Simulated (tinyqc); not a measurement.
From results back to parameters: zigzag graphene nanoribbon in tight binding. Four cases, with inputs chosen for the exercise.

Problem. The edge state of a wide zigzag ribbon has weight 1 - x^2 on the edge site, x = 2 cos(k/2), and its amplitude falls by x from chain to chain, 1.5 acc apart. The weight below belongs to a hidden k between 2 pi/3 and pi.

Case 1.

Values chosen (out of a larger set: near those used for graphene; not measured data): acc = 1.42 angstrom (bond length).

edge weight = 0.651131

Case 2.

Values chosen (out of a larger set: near those used for graphene; not measured data): acc = 1.42 angstrom (bond length).

edge weight = 0.446095

Case 3.

Values chosen (out of a larger set: near those used for graphene; not measured data): acc = 1.42 angstrom (bond length).

edge weight = 0.887771

Case 4.

Values chosen (out of a larger set: near those used for graphene; not measured data): acc = 1.42 angstrom (bond length).

edge weight = 0.883101

Find: k; decay length.

Solution. x = sqrt(1 - weight), k = 2 arccos(x/2), decay length = -1.5 acc/ln x.

Case 1.

k = 2.542
decay length = 4.045 angstrom

Case 2.

k = 2.379
decay length = 7.211 angstrom

Case 3.

k = 2.805
decay length = 1.948 angstrom

Case 4.

k = 2.798
decay length = 1.985 angstrom

Computed by tinyqc, one run a case: `OMP_NUM_THREADS=1 python tinyqc.py N N+1 out.jsonl` with N = 1452318, 1452411, 1452667, 1452703; one thread of a shared Intel(R) Xeon(R) Processor @ 2.30GHz, about 0.01 s a run at most.
